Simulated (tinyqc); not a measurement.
# Modulation-doped quantum well, Poisson-Schroedinger loop with local exchange and correlation: effect of the well width

A well of width L centred at z = 0 between barriers Vb; effective-mass electrons in two equivalent valleys, parabolic bands. The electrons come from donor sheets outside the mesh, a share fL of Ns on the left and the rest on the right, so the structure is neutral. Energies are counted from the band edge of the well, with U = 0 on the first node in the Hartree part.

Schroedinger equation -C d/dz (1/m) dpsi/dz + (V0 + U) psi = E psi, C = hbar^2/(2 m0), on a fine mesh (400 intervals across the well) with hard walls 2.45 nm outside the well edges (to within half a fine step); the lowest 3 levels are kept. V0 = 0 in the well and Vb outside, plus q Fz z (1 kV/cm = 1e-4 eV/nm). N_k = D Vt ln(1 + exp((EF - E_k)/Vt)), D = 2 md m0 q/(pi hbar^2), sum N_k = Ns; n = sum N_k |psi_k|^2. dU/dz = q (fL Ns - integral of n from the left)/(eps0 eps_r). Added to it: V_xc = -(2 Ry/(pi al rs)) [1 + 0.7734 (rs/21) ln(1 + 21/rs)] (Hedin-Lundqvist), al = (4/(9 pi))^(1/3), rs = (3/(4 pi n))^(1/3)/aB, aB = 4 pi eps0 eps_r hbar^2/(md m0 q^2), Ry = q/(8 pi eps0 eps_r aB) in eV. The loop is converged to 1e-9 eV; shares under 0.001 % are printed as 0.

Inputs (values chosen for the exercise); material values those of a made-up well: temperature T = 150 K; mass along z in the well mw = 0.984 m0; mass along z in the barriers mb = 0.999 m0; in-plane mass md = 0.209 m0; barrier height Vb = 0.204 eV; relative permittivity (all layers) eps_r = 12; sheet density of electrons Ns = 7.5e11 cm^-2; share of the donors on the left side fL = 0.7; applied field along z Fz = 0 kV/cm.

Constants: q = 1.602176634e-19 C, kB = 1.380649e-23 J/K, hbar = 1.054571817e-34 J s, m0 = 9.1093837015e-31 kg, Vt = kB T/q, eps0 = 8.8541878128e-14 F/cm where lengths are in cm, hbar^2/(2 m0) = 0.0380998212 eV nm^2. Results are converted to the units shown.

Effect of the well width:
```
L (nm)	E2 - E1 (meV)	EF - E1 (meV)	share of E2 (%)	centroid (nm)	charge in the barriers (%)	range of U in the well (meV)
3.1	70.1	-12.1	0.519	-0.0371	2.64	9.31
3.9	49.6	-12.4	2.48	-0.0716	1.63	10.1
4.9	33.9	-13.3	7.70	-0.137	1.11	11.4
6.1	22.9	-14.8	15.9	-0.243	0.849	12.9
7.7	14.6	-17.0	25.0	-0.421	0.679	14.6
9.7	9.67	-19.3	30.4	-0.690	0.555	17.5
12	7.77	-20.8	31.2	-1.06	0.466	21.4
15	7.92	-21.5	29.3	-1.61	0.404	25.3
```

As L goes from 3.1 to 15, E2 - E1 goes from 70.1 through a minimum of 7.77 (at L = 12 among the rows listed) to 7.92 meV, EF - E1 falls from -12.1 to -21.5 meV and the share of E2 goes from 0.519 through a maximum of 31.2 (at L = 12 among the rows listed) to 29.3 %. EF stays below E2 throughout. The spacing goes as L^(-1.38) over the table; an empty well with infinite walls would give -2.

tinyqc, about 0.3 s, one thread, Intel Xeon 2.30GHz (shared host): `OMP_NUM_THREADS=1 python tinyqc.py 2140149 2140150 out.jsonl`
